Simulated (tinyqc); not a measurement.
Inputs raised by 5 %, one at a time: Gupta-type many-body potential for a metal. Computed by tinyqc, a small Python program. Command: `OMP_NUM_THREADS=1 python tinyqc.py 3010320 3010321 out.jsonl gupta sens`. One thread of a shared host (Intel(R) Xeon(R) Processor @ 2.30GHz), about 0.02 s of CPU time with the checks.

E_i = sum_j A exp(-p (r_ij/r0 - 1)) - xi rho_i^gamma, with rho_i = sum_j exp(-2 q (r_ij/r0 - 1)); gamma = 1/2 is the tight-binding second-moment form. The crystal is fcc unless stated; d is the neighbour distance and a fixed number of shells is kept.

Inputs (values chosen for the exercise, for a model metal):
```
quantity                   value      unit
repulsion A               0.0936        eV
hopping xi                 0.612        eV
decay p                     9.65         -
decay q                     3.73         -
reference distance r0      3.501  angstrom
shells kept                    2         -
embedding exponent gamma     0.6         -
```

Surface: (111).

Constants: 1 eV/angstrom^3 = 160.2176634 GPa; 1 eV/angstrom^2 = 16.02176634 J/m^2.

Method:
- fcc shells: d sqrt(k), k = 1..5, with 12, 6, 24, 12, 24 atoms; Omega = d^3/sqrt2.
- Equilibrium: dE/dd = 0; B = d^2 E''(d)/(9 Omega).
- Second derivatives of E/Omega at equilibrium under homogeneous strain: e_xx = h gives C11; e_xx = -e_yy = h gives 2 (C11 - C12); e_xy = e_yx = h/2 gives C44.
- Cut the crystal without relaxation; an atom in layer l keeps the neighbours that lie below the surface plane. Excess = E_i + E_c. Surface energy = sum of excesses over the layers, divided by the area per surface atom: (sqrt3/2) d^2 for (111), d^2 for (100), sqrt2 d^2 for (110).

Runs; columns: (1) input moved; (2) from; (3) to; (4) cohesive energy E_c (eV); (5) bulk modulus B (GPa); (6) surface energy (J/m^2); (7) Cauchy pressure C12 - C44 (GPa):
```
(1)                                  (2)      (3)     (4)     (5)      (6)     (7)
base run                               -        -  1.6404  43.093  0.21827  25.185
repulsion A (eV)                  0.0936  0.09828  1.5719  40.881  0.20488  23.886
hopping xi (eV)                    0.612   0.6426  1.7975  47.702  0.24423  27.886
decay p                             9.65  10.1325  1.6302  44.441  0.22978  23.774
decay q                             3.73   3.9165  1.6547  46.108  0.20225  29.505
reference distance r0 (angstrom)   3.501  3.67605  1.6404  37.226  0.19798  21.756
embedding exponent gamma             0.6     0.63  1.9257  54.645  0.29367  30.921
```

Exponents ln(y'/y) / ln(x'/x):
```
input                     cohesive energy E_c  bulk modulus B  surface energy  Cauchy pressure C12 - C44
repulsion A                            -0.874          -1.080          -1.298                     -1.086
hopping xi                              1.875           2.082           2.303                      2.088
decay p                                -0.127           0.631           1.053                     -1.182
decay q                                 0.179           1.386          -1.563                      3.245
reference distance r0                   0.000          -3.000          -2.000                     -3.000
embedding exponent gamma                3.287           4.868           6.082                      4.205
```

To which inputs is each result most sensitive?

Among the inputs moved here: cohesive energy E_c answers most in size to embedding exponent gamma (exponent +3.287), next to hopping xi (+1.875); its exponent is below 0.0005 for reference distance r0. Its exponent 0.000 in reference distance r0: energies do not depend on the length scale. Bulk modulus B answers most in size to embedding exponent gamma (exponent +4.868), next to reference distance r0 (-3.000). Its exponent -3.000 in reference distance r0: energy over volume. Surface energy answers most in size to embedding exponent gamma (exponent +6.082), next to hopping xi (+2.303). Its exponent -2.000 in reference distance r0: energy over area. Cauchy pressure C12 - C44 answers most in size to embedding exponent gamma (exponent +4.205), next to decay q (+3.245).
